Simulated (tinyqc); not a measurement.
## Stress from a rosette of three resistors

Question. In the (001) plane dR/R(0) = p11 sxx + p12 syy, dR/R(90) = p12 sxx + p11 syy and dR/R(45) = (p11 + p12)(sxx + syy)/2 + p44 sxy. Find the three stresses.

Parameters, values chosen for the exercise:
- p11 = 7.01 x 1e-11/Pa (piezoresistive coefficient)
- p12 = -1.13 x 1e-11/Pa (piezoresistive coefficient)
- p44 = 144 x 1e-11/Pa (piezoresistive coefficient)

dR/R at 0, 45 and 90 degrees (%): 1.5432000  -1.1515200  0.76176000

Solution. The first and third give sxx and syy; the 45-degree value less their mean is p44 sxy.

sxx = 244 MPa
syy = 148 MPa
sxy = -16.0 MPa

tinyqc, about 0.01 s, one thread, Intel Xeon 2.30GHz (shared host): `OMP_NUM_THREADS=1 python tinyqc.py 2530018 2530019 out.jsonl`
